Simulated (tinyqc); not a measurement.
Six-transistor SRAM cell, nodal equations and margins: two steps of the calculation.

Two cross-coupled inverters (pull-down bn, pull-up bp) hold the nodes Q and QB; access transistors (ba, threshold VTn, gate on the word line at Vdd when selected) join them to the bit lines. Transistor (EKV form, voltages against the body): I = 2 n b Vt^2 [F(vp - Vs) - F(vp - Vd)] from drain to source, F(v) = ln^2(1 + exp(v/(2 Vt))), vp = (Vg - VT + sg |Vd - Vs|)/n. n-channel bodies are at 0; for the p-channel device all voltages are counted down from Vdd. b in uA/V^2 gives I in uA. For an access transistor the bit line is the drain and the node the source. In a read both bit lines are at Vdd. The cell is symmetric (no mismatch).

Parameters, values chosen for the exercise: temperature T = 273 K; supply voltage Vdd = 0.6 V; slope factor n = 1.35; drain-induced barrier lowering sg = 0.063; n-channel threshold VTn = 0.37 V; p-channel threshold (magnitude) VTp = 0.42 V; gain factor of the pull-down transistor bn = 700 uA/V^2; gain factor of the access transistor ba = 700 uA/V^2; gain factor of the pull-up transistor bp = 180 uA/V^2.

Constants: q = 1.602176634e-19 C, kB = 1.380649e-23 J/K, Vt = kB T/q. Results are converted to the units shown.

Question 1. Node voltages in a read by Newton steps. F1 = In(gate QB, drain Q) - Ip(gate QB, drain Q) - Ia(bit line, Q), F2 the same with Q and QB exchanged; J by central differences with +/- 1e-6 V; solve J d = -F, limit each component to +/- 0.15 V and add.

(Q, QB) at the start (V): Q 0.00000000, QB 0.60000000

Wanted: F1, F2; J; (Q, QB) after iteration 1.

Answer 1.

F1, F2 (uA): -18.72  0.00

J (uS):
```
	Q	QB
F1	352.0	0.0
F2	0.0	31.2
```

(Q, QB) after iteration 1 (V): Q 0.0532, QB 0.6000

Question 2. Read current and disturbance. Iread = Ia(bit line at Vdd, source Q); cell ratio bn/ba; time to pull a bit line of 20 fF down by 0.1 V at that current.

(Q, QB) (V): Q 0.065021789, QB 0.59998813

Find: Iread; cell ratio; time.

Answer 2.

Iread = 8.3800 uA
cell ratio = 1.0000
time = 238.66 ps

Numbers from tinyqc (`OMP_NUM_THREADS=1 python tinyqc.py 2340117 2340118 out.jsonl`; about 0.2 s on one thread of a shared Intel Xeon 2.30GHz).
